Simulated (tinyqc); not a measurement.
Minimum-mode following (dimer method) and harmonic rate on a two-dimensional model surface: one step, computed by the program tinyqc.

V(x, y) = -A (cos kx + cos ky) - B cos kx cos ky + (C sin ky + S sin kx)(1 - cos kx), k = 2 pi/a; the atom hops from the minimum at (0, 0) to that at (a, 0).

Task: Curvatures and frequencies. Diagonalise the Hessian at the start minimum and at the saddle; nu = 15.6333042 THz x sqrt(|lambda|/M).

Inputs (values chosen for the exercise, for a model surface):
```
quantity      value      unit
amplitude A     0.4        eV
amplitude B  -0.051        eV
skew C        0.081        eV
asymmetry S  -0.057        eV
period a        3.5  angstrom
mass M         70.1         u
```

Surface: adatom on a square lattice.

positions (angstrom):
```
               x          y
start   0.000000   0.000000
end     3.500000   0.000000
saddle  1.924859  -0.188719
```

Constants: nu for 1 eV/(angstrom^2 u) = 15.6333042 THz.

Give: Hessian at the minimum; Hessian at the saddle; eigenvalues at the minimum; eigenvalues at the saddle; frequencies at the minimum; frequencies at the saddle (the first is imaginary).

Result:

Hessian at the minimum (eV/angstrom^2):
```
       1      2
1  1.125  0.000
2  0.000  1.125
```

Hessian at the saddle (eV/angstrom^2):
```
        1       2
1  -1.269  -0.059
2  -0.059   1.533
```

eigenvalues at the minimum (eV/angstrom^2): 1.125  1.125

eigenvalues at the saddle (eV/angstrom^2): -1.270  1.534

frequencies at the minimum (THz): 1.980  1.980

frequencies at the saddle (the first is imaginary) (THz): 2.104  2.312
